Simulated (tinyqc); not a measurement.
Worked calculation: exchange-only LDA atom on a uniform radial grid, spin-unpolarised, for Be. Computed by tinyqc, a small Python program that keeps every step. Settings: Z = 4, points = 128, R = 14.2, functional = Slater exchange alone, mixing = 0.2, iteration cap = 74. Command: `OMP_NUM_THREADS=1 python tinyqc.py 27851 27852 out.jsonl` (the two numbers bound the seeds that draw the settings). One thread of a shared host (Intel(R) Xeon(R) Processor @ 2.60GHz), about 0.3 s of CPU time with the checks. Later iterations appear only in the table of the cycle.

## Iteration 1

Spherical atom on a uniform radial grid r_j = j h with h = R/(N + 1), h sum u^2 = 1 and integrals as h times sums, u(0) = u(R) = 0 (atomic units):

| parameter | value |
|---|---|
| Z | 4 |
| points N | 128 |
| R | 14.200000 |
| h | 0.110078 |
| mixing | 0.200000 |
| electrons in 1s | 2 |
| electrons in 2s | 2 |

Three-point differences turn -u''/2 + [l(l+1)/2r^2 - Z/r + V] u = e u into a tridiagonal matrix (diagonal 1/h^2 + potential, off-diagonal -1/2h^2). D = sum f u^2; the Hartree potential y/r solves y'' = -D/r with y(0) = 0, y(R) = N_e; v_xc comes from rho = D/(4 pi r^2); E = sum f e - int D V + int D (V_H/2 + eps_xc); V(new) = V + mixing (V_H + v_xc - V).

eigenvalues (hartree): 1s -7.6458, 2s -1.9763

Every 8th grid point:

| r | V in | u(1s) | u(2s) | D | V_H | v_xc |
|---|---|---|---|---|---|---|
| 0.8806 | 0.0000 | 0.4420 | -0.6324 | 1.1907 | 3.7033 | -0.4886 |
| 1.7612 | 0.0000 | 0.0290 | -0.7469 | 1.1173 | 2.2070 | -0.3014 |
| 2.6419 | 0.0000 | 0.0014 | -0.3328 | 0.2215 | 1.5103 | -0.1341 |
| 3.5225 | 0.0000 | 6.23e-05 | -0.1093 | 0.0239 | 1.1354 | -0.0527 |
| 4.4031 | 0.0000 | 2.56e-06 | -0.0308 | 0.0019 | 0.9084 | -0.0195 |
| 5.2837 | 0.0000 | 1.01e-07 | -0.0079 | 1.24e-04 | 0.7570 | -0.0070 |
| 6.1643 | 0.0000 | 3.85e-09 | -0.0019 | 7.22e-06 | 0.6489 | -0.0024 |
| 7.0450 | 0.0000 | 1.44e-10 | -4.37e-04 | 3.82e-07 | 0.5678 | -0.0008 |
| 7.9256 | 0.0000 | 0 | -9.72e-05 | 1.89e-08 | 0.5047 | -2.84e-04 |
| 8.8062 | 0.0000 | 0 | -2.11e-05 | 8.87e-10 | 0.4542 | -9.54e-05 |
| 9.6868 | 0.0000 | 0 | -4.47e-06 | 3.99e-11 | 0.4129 | -3.18e-05 |
| 10.5674 | 0.0000 | 0 | -9.30e-07 | 0 | 0.3785 | 0.0000 |
| 11.4481 | 0.0000 | 0 | -1.91e-07 | 0 | 0.3494 | 0.0000 |
| 12.3287 | 0.0000 | 0 | -3.87e-08 | 0 | 0.3244 | 0.0000 |
| 13.2093 | 0.0000 | 0 | -7.56e-09 | 0 | 0.3028 | 0.0000 |
| 14.0899 | 0.0000 | 0 | -5.14e-10 | 0 | 0.2839 | 0.0000 |

total energy = -12.602760 hartree

## Iteration 2

As before.

eigenvalues (hartree): 1s -6.6221, 2s -1.5037

Every 8th grid point:

| r | V in | u(1s) | u(2s) | D | V_H | v_xc |
|---|---|---|---|---|---|---|
| 0.8806 | 0.6429 | 0.4698 | -0.5439 | 1.0330 | 3.6065 | -0.4661 |
| 1.7612 | 0.3811 | 0.0362 | -0.7657 | 1.1752 | 2.1795 | -0.3065 |
| 2.6419 | 0.2752 | 0.0021 | -0.4036 | 0.3258 | 1.5066 | -0.1525 |
| 3.5225 | 0.2165 | 1.14e-04 | -0.1582 | 0.0501 | 1.1350 | -0.0674 |
| 4.4031 | 0.1778 | 5.73e-06 | -0.0536 | 0.0057 | 0.9084 | -0.0282 |
| 5.2837 | 0.1500 | 2.78e-07 | -0.0166 | 0.0006 | 0.7570 | -0.0115 |
| 6.1643 | 0.1293 | 1.31e-08 | -0.0049 | 4.75e-05 | 0.6489 | -0.0046 |
| 7.0450 | 0.1134 | 6.11e-10 | -0.0014 | 3.75e-06 | 0.5678 | -0.0018 |
| 7.9256 | 0.1009 | 2.80e-11 | -3.73e-04 | 2.78e-07 | 0.5047 | -0.0007 |
| 8.8062 | 0.0908 | 0 | -9.90e-05 | 1.96e-08 | 0.4542 | -2.68e-04 |
| 9.6868 | 0.0826 | 0 | -2.58e-05 | 1.33e-09 | 0.4129 | -1.03e-04 |
| 10.5674 | 0.0757 | 0 | -6.62e-06 | 8.76e-11 | 0.3785 | -3.91e-05 |
| 11.4481 | 0.0699 | 0 | -1.67e-06 | 0 | 0.3494 | -1.48e-05 |
| 12.3287 | 0.0649 | 0 | -4.18e-07 | 0 | 0.3244 | 0.0000 |
| 13.2093 | 0.0606 | 0 | -9.93e-08 | 0 | 0.3028 | 0.0000 |
| 14.0899 | 0.0568 | 0 | -7.55e-09 | 0 | 0.2839 | 0.0000 |

total energy = -12.942800 hartree

## Iteration 3

As before.

eigenvalues (hartree): 1s -5.8461, 2s -1.1565

Every 8th grid point:

| r | V in | u(1s) | u(2s) | D | V_H | v_xc |
|---|---|---|---|---|---|---|
| 0.8806 | 1.1424 | 0.4920 | -0.4703 | 0.9266 | 3.5210 | -0.4495 |
| 1.7612 | 0.6795 | 0.0431 | -0.7655 | 1.1758 | 2.1495 | -0.3065 |
| 2.6419 | 0.4910 | 0.0030 | -0.4622 | 0.4273 | 1.5012 | -0.1669 |
| 3.5225 | 0.3867 | 1.84e-04 | -0.2094 | 0.0877 | 1.1343 | -0.0813 |
| 4.4031 | 0.3183 | 1.09e-05 | -0.0825 | 0.0136 | 0.9083 | -0.0376 |
| 5.2837 | 0.2691 | 6.23e-07 | -0.0299 | 0.0018 | 0.7570 | -0.0170 |
| 6.1643 | 0.2323 | 3.50e-08 | -0.0103 | 2.12e-04 | 0.6489 | -0.0075 |
| 7.0450 | 0.2039 | 1.93e-09 | -0.0034 | 2.33e-05 | 0.5678 | -0.0033 |
| 7.9256 | 0.1815 | 1.06e-10 | -0.0011 | 2.41e-06 | 0.5047 | -0.0014 |
| 8.8062 | 0.1635 | 0 | -3.46e-04 | 2.39e-07 | 0.4542 | -0.0006 |
| 9.6868 | 0.1486 | 0 | -1.07e-04 | 2.28e-08 | 0.4129 | -2.64e-04 |
| 10.5674 | 0.1363 | 0 | -3.26e-05 | 2.12e-09 | 0.3785 | -1.13e-04 |
| 11.4481 | 0.1258 | 0 | -9.80e-06 | 1.92e-10 | 0.3494 | -4.81e-05 |
| 12.3287 | 0.1168 | 0 | -2.90e-06 | 1.69e-11 | 0.3244 | -2.04e-05 |
| 13.2093 | 0.1090 | 0 | -8.07e-07 | 0 | 0.3028 | 0.0000 |
| 14.0899 | 0.1022 | 0 | -6.68e-08 | 0 | 0.2839 | 0.0000 |

total energy = -13.166714 hartree

## Convergence

Stop when input and output potentials agree to 1e-7.

Course of the cycle (hartree):

| iteration | E | e(1s) | e(2s) | largest \|V(out) - V(in)\| |
|---|---|---|---|---|
| 1 | -12.602760 | -7.6458 | -1.9763 | 6.70e+00 |
| 2 | -12.942800 | -6.6221 | -1.5037 | 5.07e+00 |
| 3 | -13.166714 | -5.8461 | -1.1565 | 3.82e+00 |
| 4 | -13.311620 | -5.2597 | -0.9011 | 2.87e+00 |
| 5 | -13.403781 | -4.8179 | -0.7127 | 2.14e+00 |
| 6 | -13.461370 | -4.4864 | -0.5735 | 1.59e+00 |
| 7 | -13.496711 | -4.2384 | -0.4704 | 1.17e+00 |
| 8 | -13.518001 | -4.0537 | -0.3938 | 8.63e-01 |
| 9 | -13.530589 | -3.9166 | -0.3369 | 6.32e-01 |
| 10 | -13.537897 | -3.8152 | -0.2945 | 4.61e-01 |
| 11 | -13.542068 | -3.7405 | -0.2629 | 3.35e-01 |
| ... | ... | ... | ... | ... |
| 59 | -13.547253 | -3.5356 | -0.1668 | 8.42e-07 |
| 60 | -13.547253 | -3.5356 | -0.1668 | 6.72e-07 |
| 61 | -13.547253 | -3.5356 | -0.1668 | 5.36e-07 |
| 62 | -13.547253 | -3.5356 | -0.1668 | 4.28e-07 |
| 63 | -13.547253 | -3.5356 | -0.1668 | 3.41e-07 |
| 64 | -13.547253 | -3.5356 | -0.1668 | 2.72e-07 |
| 65 | -13.547253 | -3.5356 | -0.1668 | 2.17e-07 |
| 66 | -13.547253 | -3.5356 | -0.1668 | 1.73e-07 |
| 67 | -13.547253 | -3.5356 | -0.1668 | 1.38e-07 |
| 68 | -13.547253 | -3.5356 | -0.1668 | 1.11e-07 |
| 69 | -13.547253 | -3.5356 | -0.1668 | 8.82e-08 |

Converged in 69 iterations. A uniform grid resolves the cusp poorly: for a bare nucleus this grid gives 1s at -7.64583 against -Z^2/2 = -8 hartree. Before convergence this energy mixes input and output and is not variational, so it may rise towards its limit.
